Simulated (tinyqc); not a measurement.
# Gated graphene, quantum capacitance: effects of single changes

phi is the Fermi level above the Dirac point, in volts; Vg is counted from the gate voltage of charge neutrality. Ideal linear bands, no charge puddles.

Inputs (values chosen for the exercise); values close to those of graphene: temperature T = 300 K; relative permittivity of the gate insulator (close to hafnium oxide) eox = 22; insulator thickness tox = 18 nm; Fermi velocity vF = 1.09e6 m/s; density of traps Dit = 5.4e11 cm^-2 eV^-1; gate voltage Vg = -0.64 V.

Constants: q = 1.602176634e-19 C, kB = 1.380649e-23 J/K, hbar = 1.054571817e-34 J s, Vt = kB T/q, eps0 = 8.8541878128e-14 F/cm where lengths are in cm. Results are converted to the units shown.

Each table varies one quantity; the others keep the values above.

## Effect of the gate voltage

N0 = (2/pi)(kB T/(hbar vF))^2; n = N0 F1(phi/Vt), p = N0 F1(-phi/Vt), F1(e) = int_0^infinity u du/(1 + exp(u - e)) = -Li2(-exp(e)); Cq = q d(n - p)/dphi = (q N0/Vt) ln[2 (1 + cosh(phi/Vt))]. Cox = eps0 eox/tox; Vg = phi + q (n - p + Dit phi)/Cox. 1/C_G = 1/Cox + 1/(Cq + q Dit); dphi/dVg = Cox/(Cox + Cq + q Dit).

The same in every row: Cox (uF/cm^2) = 1.082.

Effect of the gate voltage:
```
Vg (V)   phi (V)  n - p (cm^-2)  Cq (uF/cm^2)  C_G (uF/cm^2)  dphi/dVg  n + p (cm^-2)
-0.3     -0.1256      -1.110e12         2.497         0.7627    0.2952       1.111e12
-0.13   -0.06625      -3.948e11         1.389         0.6243    0.4231       4.074e11
0.03     0.01711       7.782e10        0.7653         0.4766    0.5596       1.541e11
0.2      0.09333       6.701e11         1.877         0.6976    0.3554       6.746e11
0.37      0.1452       1.440e12         2.882         0.7930    0.2672       1.440e12
0.53      0.1843       2.236e12         3.652         0.8393    0.2245       2.236e12
0.7       0.2198       3.125e12         4.356         0.8702    0.1959       3.125e12
0.87      0.2514       4.043e12         4.981         0.8917    0.1760       4.043e12
1.03      0.2783       4.927e12         5.515         0.9070    0.1619       4.927e12
1.2       0.3048       5.882e12         6.040         0.9197    0.1501       5.882e12
```

As Vg goes from -0.3 to 1.2, Cq goes from 2.50 through a minimum of 0.765 (at Vg = 0.03 among the rows listed) to 6.04 uF/cm^2, C_G/Cox goes from 0.705 through a minimum of 0.440 (at Vg = 0.03 among the rows listed) to 0.850 and n - p rises from -1.11e12 to 5.88e12 cm^-2. Cq is below Cox for Vg = 0.03; there the density of states limits the response dn/dVg more than the insulator does. At neutrality Cq is (q N0/Vt) ln 4 = 0.710 uF/cm^2, and far from it Cq grows as |phi|.

## Effect of the Fermi velocity

Same model as above.

The same in every row: Cox (uF/cm^2) = 1.082.

Effect of the Fermi velocity:
```
vF (m/s)  phi (V)  n - p (cm^-2)  Cq (uF/cm^2)  C_G (uF/cm^2)  dphi/dVg  n + p (cm^-2)
6e5       -0.1211      -3.439e12         7.954         0.9538    0.1186       3.444e12
7e5       -0.1407      -3.296e12         6.771         0.9347    0.1363       3.298e12
8e5       -0.1592      -3.162e12         5.861         0.9156    0.1540       3.162e12
9e5       -0.1768      -3.033e12         5.139         0.8965    0.1716       3.034e12
1e6       -0.1935      -2.912e12         4.556         0.8776    0.1891       2.912e12
1.1e6     -0.2094      -2.796e12         4.074         0.8588    0.2064       2.796e12
1.2e6     -0.2246      -2.685e12         3.671         0.8402    0.2236       2.685e12
1.3e6     -0.2390      -2.579e12         3.330         0.8218    0.2406       2.579e12
1.4e6     -0.2528      -2.479e12         3.037         0.8037    0.2573       2.479e12
```

As vF goes from 6e5 to 1.4e6, Cq falls from 7.95 to 3.04 uF/cm^2, C_G/Cox falls from 0.881 to 0.743 and n - p rises from -3.44e12 to -2.48e12 cm^-2. Cq exceeds Cox in every row, so the insulator is the tighter limit, though Cq still cuts C_G by up to 26 %.

Numbers from tinyqc (`OMP_NUM_THREADS=1 python tinyqc.py 2200027 2200028 out.jsonl`; about 0.01 s on one thread of a shared Intel Xeon 2.30GHz).
